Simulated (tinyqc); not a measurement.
## Scale length and length offset from two DIBL values

Problem. DIBL = exp(-Le/(2 l)) + 2 exp(-Le/l) with Le = L - dL. Find l, dL and the drawn length for a DIBL of 100 mV/V.

DIBL at drawn lengths 150 and 230 nm (mV/V): [56.075026, 10.486595]

Solution. With e = exp(-Le/(2 l)), 2 e^2 + e = DIBL gives e and so Le/l at each length; Le/l is a straight line in L with slope 1/l.

l = 25.0 nm
dL = 1.10 nm
length for 100 mV/V = 124 nm

tinyqc, about 0.01 s, one thread, Intel Xeon 2.30GHz (shared host): `OMP_NUM_THREADS=1 python tinyqc.py 2002006 2002007 out.jsonl`
